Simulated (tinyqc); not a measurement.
From results back to parameters: pair of shallow donors (hydrogen-like orbitals). Three cases, with inputs chosen for the exercise.

Problem. The splitting D = E(-) - E(+) was computed from a hidden separation.

Each donor has the orbital exp(-r/a); energy unit Ha* = q/(eps a), q = e^2/(4 pi eps0), so that a lone donor is bound by Ha*/2; x = R/a. One electron: S = (1 + x + x^2/3) exp(-x), j = 1/x - (1 + 1/x) exp(-2x), k = (1 + x) exp(-x); levels E(+/-) = -1/2 - (j +/- k)/(1 +/- S) in Ha*, without the repulsion of the ions, split by D = |E(-) - E(+)|.

Constants: e^2/(4 pi eps0) = 14.39964547 eV angstrom.

Find: D/Ha*; x; R.

Method. D/Ha* = 2 (k - j S)/(1 - S^2) falls steadily with x in this range, so bisection finds one value.

Case 1.

Values chosen (out of a larger set: near those of two donors in GaN; not measured data): a = 22 angstrom (orbital radius); eps = 9.3 (dielectric constant).

D = 9.37620 meV

Solution.

D/Ha* = 0.1332
x = 3.500
R = 77 angstrom

Case 2.

Values chosen (out of a larger set: near those of two donors in GaAs; not measured data): a = 105.5 angstrom (orbital radius); eps = 12.5 (dielectric constant).

D = 3.66548 meV

Solution.

D/Ha* = 0.3357
x = 2.218
R = 234 angstrom

Case 3.

Values chosen (out of a larger set: near those of two donors in GaN; not measured data): a = 23.8 angstrom (orbital radius); eps = 9.2 (dielectric constant).

D = 6.08711 meV

Solution.

D/Ha* = 0.09256
x = 3.992
R = 95 angstrom

Computed by tinyqc, one run a case: `OMP_NUM_THREADS=1 python tinyqc.py N N+1 out.jsonl` with N = 1250175, 1250206, 1250433; one thread of a shared Intel(R) Xeon(R) Processor @ 2.30GHz, about 0.01 s a run at most.
